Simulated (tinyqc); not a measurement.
What moves the results: inter-valley coupling by envelope functions against a chain of atomic planes. A value that a table varies takes the place of the one given here.

Chain: E(phi) = e0 + 2 v cos(phi) + 2 u cos(2 phi), cos(phi0) = -v/(4u), e0 = 2u + v^2/(4u); plane j = 0, 1, ... has the potential V_j = dE x_j + F (j - 30) a/4 (1 MV/m = 1e-4 V/angstrom). There are 30 barrier planes a side; with y = j - 29.5, x_j = xb (f(y) + f(Nw - y)), f(y) = 1/(1 + exp(y/L)), plus any Ge added in the well. The valley splitting is the spacing of the two lowest levels. Envelope theory: F_j solves a one-valley chain with hopping -b and diagonal 2b + V_j, b = 4u sin^2(phi0), sum F_j^2 = 1; the valleys couple by Dv = sum_j F_j^2 V_j exp(-2 i phi0 j) and split by 2|Dv|.

Parameters, chosen for this exercise (near those of the Delta valleys of silicon in a SiGe well; not measured data):

| symbol | value | unit | meaning |
|---|---|---|---|
| a | 5.431 | angstrom | lattice constant; planes lie a/4 apart |
| u | 0.638 | eV | second-neighbour hopping |
| v | 0.582 | eV | nearest hopping |
| Nw | 61 |  | planes in the well |
| L | 0.75 | planes | interface width |
| xb | 0.29 |  | Ge fraction of the barriers |
| dE | 0.58 | eV | offset per unit Ge fraction |
| F | 5 | MV/m | field |
| xs | 0.19 |  | Ge fraction added on that plane |
| xw | 0.015 |  | mean Ge fraction of the wiggle |
| x0 | 6939 |  | start of the number sequence |
| na | 8000 |  | atoms a plane under the dot |
| js | 78 |  | plane j of a Ge spike (the well starts at j = 30) |

## Position of the spike

The spike is moved through the well; position counted from the first well plane, j - 30.

Against position:

| j - 30 | F_j^2, smooth | mean of the doublet (meV) | splitting, chain (micro-eV) | envelope | first order |
|---|---|---|---|---|---|
| 3 | 0.01200 | 22.44 | 1777 | 1698 | 2645 |
| 7 | 0.02410 | 23.26 | 3415 | 3248 | 5311 |
| 12 | 0.03549 | 24.23 | 5348 | 5184 | 7822 |
| 18 | 0.03789 | 24.76 | 6442 | 6349 | 8351 |
| 24 | 0.03028 | 24.05 | 4985 | 4899 | 6675 |
| 30 | 0.01947 | 23.00 | 2902 | 2806 | 4290 |
| 40 | 0.00628 | 21.98 | 849 | 803 | 1383 |
| 49 | 0.00149 | 21.65 | 215 | 204 | 328 |
| 58 | 0.00015 | 21.56 | 37 | 35 | 34 |

What can be read from the table?

The splitting is largest at plane 18 among these rows (6442 micro-eV), and the smooth envelope peaks at plane 16, counting all planes; without a spike it is 11. Where the splitting exceeds 20 micro-eV the envelope theory lies within 5.4 % of the chain and first order within 63 %.

## A periodic Ge profile (wiggle well)

periods (planes): pi/phi0 1.74448, pi/(pi - phi0) 2.34322

Added fraction xw (1 - cos(2 pi (j - 30)/p)) on the well planes; p = f times the resonant period pi/(pi - phi0). At resonance the estimate is dE xw.

Against period:

| f | p (planes) | mean of the doublet (meV) | splitting, chain (micro-eV) | envelope |
|---|---|---|---|---|
| 0.90 | 2.1089 | 30.04 | 379 | 400 |
| 0.95 | 2.2261 | 29.74 | 3049 | 3179 |
| 0.98 | 2.2964 | 29.91 | 7160 | 7351 |
| 0.99 | 2.3198 | 30.07 | 8191 | 8250 |
| 1.00 | 2.3432 | 30.15 | 8596 | 8553 |
| 1.01 | 2.3667 | 30.08 | 8255 | 8230 |
| 1.02 | 2.3901 | 29.93 | 7338 | 7383 |
| 1.05 | 2.4604 | 29.71 | 3731 | 3713 |
| 1.10 | 2.5775 | 29.97 | 761 | 717 |
| 1.50 | 3.5148 | 30.14 | 23 | 20 |
| 3.00 | 7.0297 | 30.16 | 14 | 14 |

What does this show, and why?

The splitting peaks at f = 1 with 8.60 meV, against the estimate dE xw = 8.70 meV, and is 0.83 and 0.85 of the value at f = 1 two per cent off to either side: the width of the resonance is set by the number of periods under the envelope. At f = 3 it is 14 micro-eV. The chain has one orbital a plane and knows only this resonance; longer periods that work through other bands are outside it.

## Random alloy fluctuations

A uniform fraction x is added on all planes. Each plane j then fluctuates by q sqrt(x_j (1 - x_j)/na) in Ge fraction, q = sqrt12 (z/2147483647 - 1/2) with z(new) = 16807 z mod 2147483647 from x0, restarted for each row; 24 samples. Theory: Dv is a complex Gaussian with sigma^2 = dE^2 sum F_j^4 x_j (1 - x_j)/na, and the mean splitting is sqrt(pi) sigma if the smooth part is negligible.

Splitting (micro-eV):

| x | sigma | sqrt(pi) sigma | mean of 24 | least | largest |
|---|---|---|---|---|---|
| 0.00 | 17.3 | 30.7 | 35.6 | 8.2 | 80.2 |
| 0.01 | 108.5 | 192.3 | 208.6 | 71.3 | 389.9 |
| 0.02 | 151.7 | 268.8 | 290.0 | 86.7 | 555.9 |
| 0.05 | 235.2 | 416.9 | 447.4 | 121.0 | 874.6 |
| 0.10 | 323.3 | 573.0 | 613.2 | 160.1 | 1209.2 |

What does this show, and why?

Without added Ge the disorder sits in the barriers, where the state is small: mean 35.6 micro-eV, against 11 for the smooth well. With 5 % Ge in the well the mean is 447, theory 417, with a statistical error of about 11 % for 24 samples; the miss is +7 %, and since every row reuses one sequence the rows with added Ge miss alike. The spread grows with the mean: at 5 % the samples run from 121 to 875, so small splittings remain possible. sigma falls as 1/sqrt(na) for larger dots. A chain with one orbital a plane has no Bloch-function factor, which scales all these couplings down in fuller models.

## What each parameter does

Chain with the spike on plane js. Each row changes one parameter from the base and keeps the others.

Results:

| case | level (meV) | splitting (micro-eV) |
|---|---|---|
| base | 21.674 | 252.0 |
| Nw = 67 | 21.648 | 274.2 |
| L = 1.25 planes | 22.111 | 268.3 |
| xb = 0.34 | 21.919 | 261.9 |
| dE = 0.638 eV | 21.831 | 273.9 |
| F = 7 MV/m | 26.526 | 114.8 |
| js = 81 | 21.621 | 155.9 |
| xs = 0.247 | 21.696 | 295.4 |

How do the results move?

The largest shifts from the base row, up to three for each result and ties (the steps differ in size, so this ranks the rows, not the parameters). level (meV): F +4.852, L +0.436, xb +0.245. splitting (micro-eV): F -137.2, js -96.2, xs +43.4.

(tinyqc, `OMP_NUM_THREADS=1 python tinyqc.py 1480686 1480687 out.jsonl`, Intel(R) Xeon(R) Processor @ 2.30GHz, 1 thread, shared host, about 0.05 s.)
